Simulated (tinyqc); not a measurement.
# Lossy on-chip transmission line with skin effect: line properties against frequency

A uniform line in a homogeneous dielectric: c = sqrt(er)/(c0 Z0), l = Z0 sqrt(er)/c0 (c0 = 299792458 m/s), g = w c td, w = 2 pi f. The resistance joins its limits as r = sqrt(r_dc^2 + r_hf^2), with r_dc = rho/(wd th), r_hf = kr rho/(2 delta (wd + th)), delta = sqrt(rho/(pi f mu0)), mu0 = 4 pi 1e-7 H/m; this is an interpolation, and internal inductance, up to 0.05 nH/mm at low frequency, is neglected.

gamma = sqrt((r + i w l)(g + i w c)) = alpha + i beta, Zc = sqrt((r + i w l)/(g + i w c)), roots with positive real part; loss 8.685889638 alpha in dB; phase velocity w/beta. ZL = 1/(1/RL + i w CL); reflection (ZL - Zc)/(ZL + Zc); Zin = Zc (ZL + Zc tanh(gamma len))/(Zc + ZL tanh(gamma len)); H = V_load/V_source = [Zin/(Zin + Rg)]/[cosh(gamma len) + (Zc/ZL) sinh(gamma len)].

Values chosen for this exercise: width of the strip wd = 1.6 um; thickness of the strip th = 1.4 um; resistivity rho = 2.2 uohm cm; relative permittivity er = 4.2; loss tangent td = 0.005; lossless impedance sqrt(l/c) Z0 = 35 ohm; factor for crowding and the return path kr = 1.2; length len = 0.76 mm; source resistance Rg = 50 ohm; load resistance RL = 50 ohm; load capacitance CL = 20 fF.

Line properties against frequency:
```
f (GHz)  r (ohm/mm)  r/(w l)  loss (dB/mm)  |Zc| (ohm)  phase velocity over c0  length in wavelengths  |H| (dB)
0.01         9.8232   653.43      0.067552      894.68                0.027042              9.3746e-4   -6.6460
0.03         9.8267   217.89       0.11685      516.64                0.046758              0.0016265   -6.6462
0.09         9.8373   72.708       0.20157      298.45                0.080572              0.0028317   -6.6470
0.3          9.8743   21.895       0.36291      163.85                 0.14449              0.0052634   -6.6496
0.8          9.9619   8.2833       0.57352      101.10                 0.22626              0.0089636   -6.6561
2            10.169   3.3822       0.84151      65.730                 0.32494               0.015604   -6.6741
7            10.990   1.0444        1.2403      42.086                 0.44170               0.040175   -6.7822
20           12.882  0.42845        1.5835      36.506                 0.47781                0.10611   -7.2536
60           17.462  0.19359        2.2129      35.323                 0.48582                0.31309   -8.1810
```

r equals w l at 7.35 GHz: below it |Zc| and the delay grow as in an RC line, above it |Zc| tends to Z0 = 35 ohm and the velocity to 1/sqrt(er) = 0.488 c0. The loss goes as f^(0.50) between the first two rows and f^(0.30) between the last two. |H| is -6.65 dB in the first row and -8.18 dB in the last; between rows it can pass through resonances that the table doesn't show.

Computed by the program tinyqc: `OMP_NUM_THREADS=1 python tinyqc.py 2810145 2810146 out.jsonl`, one thread of a shared Intel Xeon 2.30GHz, about 0.01 s for the whole run.
